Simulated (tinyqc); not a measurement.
What moves the results: two-node Weyl semimetal on a cubic lattice and its slab. A value that a table varies takes the place of the one given here.

H = d.s with dx = t sin kx, dy = t sin ky, dz = m (2 - cos kx - cos ky) + M(kz), M = tz (cos k0 - cos kz), k in 1/a. Nodes at (0, 0, +/-k0). Berry curvature of the lower band along z: Omega = d.(dd/dkx x dd/dky)/(2|d|^3), in the sense curl of i<u|grad u>.

Slab of N layers along x with hard walls: layer block t sin(ky) sy + (m (2 - cos ky) + M(kz)) sz, block to the next layer t sx/(2i) - m sz/2.

Inputs chosen for the exercise:
- t = 0.93 eV (hopping in sx and sy)
- m = 1.54 eV (mass term)
- tz = 0.56 eV (hopping along z)
- k0 = 1.4 1/a (position of the nodes)
- k = (-0.25, -0.56, 1.45) 1/a (wave vector)

## Planes of fixed kz and the Fermi arc

C is the sum of Omega over a 24 x 24 mesh, k = (j + 1/2) 2 pi/24, times (2 pi/24)^2/(2 pi). Slab of 30 layers at ky = 0: lowest positive level and weight of the middle pair on the two outer layers.

Against kz:

| kz (1/a) | M (eV) | C | slab level (eV) | surface weight |
|---|---|---|---|---|
| 0.000 | -0.4648 | -1.000 | 0.00000 | 0.481 |
| 0.400 | -0.4206 | -1.000 | 0.00000 | 0.443 |
| 0.800 | -0.2950 | -1.000 | 0.00000 | 0.325 |
| 1.200 | -0.1077 | -0.924 | 0.00477 | 0.128 |
| 1.600 | 0.1115 | -0.084 | 0.14037 | 0.014 |
| 2.000 | 0.3282 | -0.002 | 0.34627 | 0.005 |
| 2.400 | 0.5081 | 0.000 | 0.52308 | 0.004 |
| 2.800 | 0.6228 | 0.000 | 0.63664 | 0.003 |
| 3.142 | 0.6552 | 0.000 | 0.66873 | 0.003 |

C is -1 for kz below k0 = 1.4 and 0 above, within 0.084 on this mesh. Where C = -1 the slab has a level near zero (exactly zero for a thick slab) on its faces (weight 0.48 at kz = 0): these points form the arc from -k0 to +k0, of length 2.80/a. Towards the node M goes to zero and the state spreads into the bulk; beyond it the level follows M, raised by the confinement in the slab.

## Hybridisation of the two arcs

ky = 0, kz = 0; lowest positive level against the number of layers. On a half space the amplitudes are z1^n - z2^n with z the roots of (t + m) z^2/2 - (m + M) z + (m - t)/2 = 0.

Level:

| N | E (eV) |
|---|---|
| 3 | 0.1487 |
| 4 | 0.04468 |
| 5 | 0.004510 |
| 6 | 0.006924 |
| 8 | 0.004508 |
| 10 | 0.0007677 |
| 12 | 7.228e-05 |

z1, z2: 0.4353+0.2398i  0.4353-0.2398i

The larger root has |z| = 0.4970, so the level should fall by about |z|^2 = 0.247 for two more layers; from 10 to 12 it changes by a factor 0.0942. The roots are complex, so the fall carries an oscillation.

## What each parameter does

|E| and Omega at k, the velocity tz sin(k0) and k0/pi. Each row changes one parameter from the base and keeps the others.

Results:

| case | \|E\| (eV) | Omega (a^2) | vz (eV a) | \|sigma_xy\| (e^2/(h a)) |
|---|---|---|---|---|
| base | 0.6274 | -0.4304 | 0.5519 | 0.4456 |
| t = 1.023 eV | 0.6752 | -0.4177 | 0.5519 | 0.4456 |
| m = 1.694 eV | 0.6419 | -0.4458 | 0.5519 | 0.4456 |
| tz = 0.616 eV | 0.6287 | -0.4236 | 0.6070 | 0.4456 |
| k0 = 1.26 1/a | 0.6683 | -0.2655 | 0.5332 | 0.4011 |

The largest shifts from the base row, up to three for each result and ties (the steps differ in size, so this ranks the rows, not the parameters). |E| (eV): t +0.0479, k0 +0.0410, m +0.0145. Omega (a^2): k0 +0.1649, m -0.0154, t +0.0127. vz (eV a): tz +0.0552, k0 -0.0187; unchanged at the printed digits by t and m. |sigma_xy| (e^2/(h a)): k0 -0.0446; unchanged at the printed digits by t, m and tz. The Hall conductivity depends on the separation of the nodes alone, with EF at the nodes and no further nodes.

Computed by tinyqc, a small Python program: `OMP_NUM_THREADS=1 python tinyqc.py 1481787 1481788 out.jsonl` (the numbers bound the seed that draws the inputs); one thread of a shared host (Intel(R) Xeon(R) Processor @ 2.30GHz), about 0.2 s for the whole set of steps.
